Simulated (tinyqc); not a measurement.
## Potential step from the flux

Question. On one interval J = (q mu Vt/hx) [nb B(d) - na B(-d)], B(d) = d/(exp(d) - 1), d = (psi_b - psi_a)/Vt. Find psi_b - psi_a, and the step at which J would vanish.

Parameters, values chosen for the exercise:
- T = 250 K (temperature)
- mu = 4950 cm^2/(V s) (electron mobility)
- na = 1.5e15 cm^-3 (density at the left node)
- nb = 1.2e14 cm^-3 (density at the right node)
- hx = 52 nm (node spacing)

Constants: q = 1.602176634e-19 C, kB = 1.380649e-23 J/K, Vt = kB T/q. Results are converted to the units shown.

J = -15986.042 A/cm^2

Answer. B(d) falls and B(-d) rises with d, so J falls steadily with the step and one value matches. J = 0 needs nb/na = exp(d), the Boltzmann ratio.

psi_b - psi_a = 0.06700 V
step for J = 0 = -0.05441 V

Numbers from tinyqc (`OMP_NUM_THREADS=1 python tinyqc.py 2220103 2220104 out.jsonl`; about 0.01 s on one thread of a shared Intel Xeon 2.30GHz).
